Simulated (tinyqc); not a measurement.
# MOSFET in saturation, small-signal circuit and noise: several studies

Bias by the inversion coefficient IC = I/Ispec (charge-based model with velocity saturation; weak inversion below 0.1, strong above 10). Common-source circuit: gm, gds, Cgs, Cgd and Cj at the inner nodes, Rg in series with the gate; quasi-static, no source or drain resistance, no gate-body capacitance, no substrate network, no induced gate noise, so fmax is an upper estimate.

Values chosen for this exercise:
- T = 273 K (temperature)
- L = 130 nm (gate length)
- W = 5 um (total gate width)
- Cox = 1.39 uF/cm^2 (gate capacitance)
- mu = 440 cm^2/(V s) (mobility)
- n = 1.28 (slope factor)
- Ls = 15 nm (velocity-saturation length)
- sg = 0.018 (ratio gds/gm)
- Cov = 0.38 fF/um (overlap and fringe capacitance per side)
- Cj = 0.64 fF/um (drain junction capacitance)
- Rsh = 15 ohm (sheet resistance of the gate)
- Wf = 2 um (finger width)
- Rc = 300 ohm um (gate contact and vertical resistance)
- IC = 0.7 (inversion coefficient)
- gw = 0.12 (short-channel excess of the noise factor)
- Nt = 4.2e17 cm^-3 eV^-1 (oxide trap density)
- lt = 0.1 nm (tunnelling length into the oxide)
- ac = 1000 V s/C (Coulomb scattering coefficient)

Constants: q = 1.602176634e-19 C, kB = 1.380649e-23 J/K, Vt = kB T/q. Results are converted to the units shown.

Each table varies one quantity; the others keep the values above.

## Effect of the gate length on speed and noise

Ispec = 2 n mu Cox (W/L) Vt^2, lc = Ls/L, gms = [sqrt((lc IC + 1)^2 + 4 IC) - 1]/[2 + lc (lc IC + 1)], gm = gms Ispec/(n Vt), gds = sg gm. qs = [sqrt(1 + 4 IC) - 1]/2, Cgs = Cox W L qs (2 qs + 3)/(3 (qs + 1)^2) + Cov W, Cgd = Cov W, Cd = Cj W, Rg = Rsh (Wf/L)/(12 Nf) + Rc/W with Nf = W/Wf fingers (not rounded) contacted at both ends. fT = gm/(2 pi (Cgs + Cgd)), fmax = fT/(2 sqrt(Rg (gds + 2 pi fT Cgd))). Channel noise Sid = 4 kB T gam n gm with gam = (1/2 + (2/3) qs)/(1 + qs) + gw lc IC, qs = [sqrt(1 + 4 IC) - 1]/2, lc = Ls/L (the last term an empirical rise with velocity saturation); at the gate, white noise Sw = Sid/gm^2 + 4 kB T Rg. Number fluctuation with correlated mobility: S(f) = K/f, K = q^2 Vt lt Nt/(W L Cox^2) (1 + ac mu Cox I/gm)^2, Vt in eV with Nt per eV. Corner fc = K/Sw. IC is held fixed, and so is sg.

Effect of the gate length on speed and noise:

| L (nm) | I (uA) | Rg (ohm) | fT (GHz) | fmax (GHz) | sqrt(Sw) (nV/Hz^0.5) | fc (MHz) |
|---|---|---|---|---|---|---|
| 20 | 151.6 | 110.0 | 109.6 | 141.7 | 2.403 | 242.2 |
| 32 | 94.78 | 91.25 | 69.85 | 124.0 | 2.693 | 120.0 |
| 50 | 60.66 | 80.00 | 43.01 | 103.8 | 3.134 | 56.58 |
| 79 | 38.39 | 72.66 | 24.84 | 82.53 | 3.767 | 24.74 |
| 130 | 23.33 | 67.69 | 12.86 | 61.24 | 4.697 | 9.668 |
| 200 | 15.16 | 65.00 | 6.902 | 45.51 | 5.740 | 4.206 |
| 320 | 9.478 | 63.12 | 3.313 | 31.66 | 7.189 | 1.676 |
| 500 | 6.066 | 62.00 | 1.571 | 21.66 | 8.934 | 0.6943 |

Read the table: what changes, and by how much?

As L goes from 20 to 500 nm, fT falls from 110 to 1.57 GHz, fmax falls from 142 to 21.7 GHz, the white noise rises from 2.40 to 8.93 nV/Hz^0.5 and the corner falls from 242 to 0.694 MHz. fT goes as L^(-0.96) between the first two rows and L^(-1.67) between the last two; with no overlap and no velocity saturation it would go as 1/L^2. For L = 130 to 500 nm fmax exceeds 4 fT, where channel resistance and substrate losses, left out here, would cap it.

## Integrated noise against bandwidth

Same model as above.

Corner fc = K/Sw. Mean square from f1 = 100 Hz to B: Sw (B - f1) + K ln(B/f1).

Result of one run:

| B (Hz) | spot noise at B (nV/Hz^0.5) | white part (uV rms) | 1/f part (uV rms) | total (uV rms) |
|---|---|---|---|---|
| 1e8 | 4.919 | 46.97 | 54.28 | 71.78 |

What becomes of these results when the upper band edge B is changed from 1e8 to 10000 Hz, all else the same?

Result of the changed run:

| B (Hz) | spot noise at B (nV/Hz^0.5) | white part (uV rms) | 1/f part (uV rms) | total (uV rms) |
|---|---|---|---|---|
| 10000 | 146.1 | 0.4673 | 31.34 | 31.34 |

The whole series:

| B (Hz) | spot noise at B (nV/Hz^0.5) | white part (uV rms) | 1/f part (uV rms) | total (uV rms) |
|---|---|---|---|---|
| 1000 | 461.8 | 0.1409 | 22.16 | 22.16 |
| 10000 | 146.1 | 0.4673 | 31.34 | 31.34 |
| 1e5 | 46.42 | 1.484 | 38.38 | 38.41 |
| 1e6 | 15.34 | 4.696 | 44.32 | 44.57 |
| 1e7 | 6.587 | 14.85 | 49.55 | 51.73 |
| 1e8 | 4.919 | 46.97 | 54.28 | 71.78 |
| 1e9 | 4.719 | 148.5 | 58.63 | 159.7 |

The 1/f part adds the same power, K ln 10, in each decade and grows only from 22.2 to 58.6 uV; the white part grows as sqrt(B). It overtakes the 1/f part by B = 1e9 Hz among the rows, above the corner fc = 9.67e6 Hz of the spot noise.

## Effect of the inversion coefficient on speed and noise

Same model as above.

Corner fc = K/Sw. IC is held fixed.

The same in every row: Rg (ohm) = 67.692.

Effect of the inversion coefficient on speed and noise:

| IC | I (uA) | fT (GHz) | fmax (GHz) | sqrt(Sw) (nV/Hz^0.5) | fc (MHz) |
|---|---|---|---|---|---|
| 0.03 | 0.99983 | 1.2646 | 19.410 | 17.426 | 0.69053 |
| 0.1 | 3.3328 | 3.5397 | 32.403 | 9.9792 | 2.1108 |
| 0.3 | 9.9983 | 7.7370 | 47.709 | 6.3362 | 5.2656 |
| 1 | 33.328 | 15.671 | 67.485 | 4.1997 | 12.157 |
| 3 | 99.983 | 27.934 | 89.648 | 3.1332 | 22.416 |
| 10 | 333.28 | 50.634 | 120.25 | 2.5032 | 37.101 |
| 30 | 999.83 | 82.104 | 152.83 | 2.3000 | 48.605 |

What does the comparison show?

As IC goes from 0.03 to 30, fT rises from 1.26 to 82.1 GHz, fmax rises from 19.4 to 153 GHz, the white noise falls from 17.4 to 2.30 nV/Hz^0.5 and the corner rises from 0.691 to 48.6 MHz. For IC = 0.03 to 1 fmax exceeds 4 fT, where channel resistance and substrate losses, left out here, would cap it.

tinyqc, about 0.01 s, one thread, Intel Xeon 2.30GHz (shared host): `OMP_NUM_THREADS=1 python tinyqc.py 2150019 2150020 out.jsonl`
